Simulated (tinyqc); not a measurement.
# Trap density from the barrier height

Inverse problem. In a partly depleted grain with all boundary traps filled, 2 N W = Qt and VB = q N W^2/(2 eps0 eps_r). Find Qt, W and the doping at which VB would equal Vt.

Values chosen for this exercise:
```
symbol,value,unit,meaning
T,300,K,temperature
eps_r,11.7,,relative permittivity
```

Constants: q = 1.602176634e-19 C, kB = 1.380649e-23 J/K, Vt = kB T/q, eps0 = 8.8541878128e-14 F/cm where lengths are in cm. Results are converted to the units shown.

doping = 4.7e17 cm^-3
barrier height = 0.10529989 V

Solution. Eliminating W gives VB = q Qt^2/(8 eps0 eps_r N), which falls as 1/N.

Qt = 1.600e12 cm^-2
W = 17.02 nm
doping for VB = Vt = 1.914e18 cm^-3

tinyqc, about 0.01 s, one thread, Intel Xeon 2.30GHz (shared host): `OMP_NUM_THREADS=1 python tinyqc.py 2830036 2830037 out.jsonl`
